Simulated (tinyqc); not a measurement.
Convergence with cell size: Koster-Slater impurity in a tight-binding band, by Green functions and by supercells. Computed by tinyqc, a small Python program. Command: `OMP_NUM_THREADS=1 python tinyqc.py 3025515 3025516 out.jsonl kosterslater walk`. One thread of a shared host (Intel(R) Xeon(R) Processor @ 2.30GHz), about 0.04 s of CPU time with the checks.

One orbital per site, e(k) = -2 t sum cos(k_i) over 3 direction(s), band from -6 t to 6 t, lattice constant 1. One site has the extra energy U. Spin is left out.

Inputs (values chosen for the exercise, for a model band): hopping t = 1.7 eV; impurity potential U = -14.8 eV.

Lattice: simple cubic.

Method:
- Outside the band G0(E) = (1/pi) int_0^pi dk (2/(pi z)) K(16 t^2/z^2), z = E + 2 t cos k, K the complete elliptic integral with parameter m; 200 Gauss-Legendre points.
- A bound state solves 1/U = G0(E).
- Bisection in ln(distance from the edge) between 1e-5 t and |U| + t. Weight on the impurity site: -1/(U^2 dG0/dE), by a central difference with step min(1e-4 t, distance/30). Decay length along an axis: 1/arccosh(1 + distance/(2 t)).
- In a periodic cell of N sites along each direction with Bloch vector K, the level solves 1/U = N^-d sum_k 1/(E - e(k)), k_i = (2 pi m_i + K_i)/N, m_i = 0..N-1; the outermost root on the side of U is taken (bisection). d is the number of directions. Gamma means K_i = 0, the zone corner K_i = pi, the quarter point K_i = pi/2.
- Even N; errors against the isolated level E_b, set to 0 below 1e-6 t.

level E_b = -16.0229 eV

decay length = 0.604153 sites

Error of the level (eV):
```
N   sites        Gamma      corner  quarter point
2       8  -1.2185e+00  1.2229e+00     2.2885e-02
4      64  -2.4106e-02  2.2885e-02     1.3996e-05
6     216  -5.4187e-04  5.3451e-04              0
8     512  -1.4038e-05  1.3996e-05              0
10   1000            0           0              0
12   1728            0           0              0
```

What does the comparison show, and why?

The error at Gamma falls exponentially, between the last two resolved rows by exp(-1.827) per site against 1/(decay length) = 1.655; the rest is the power-law prefactor of the Green function. Gamma and the corner err in opposite directions. Among the sizes listed an error below 1 meV is first reached at N = 6 at Gamma; at the quarter point N = 4 is enough.

Extremes, crossings and ranges named in words are read from the listed rows.
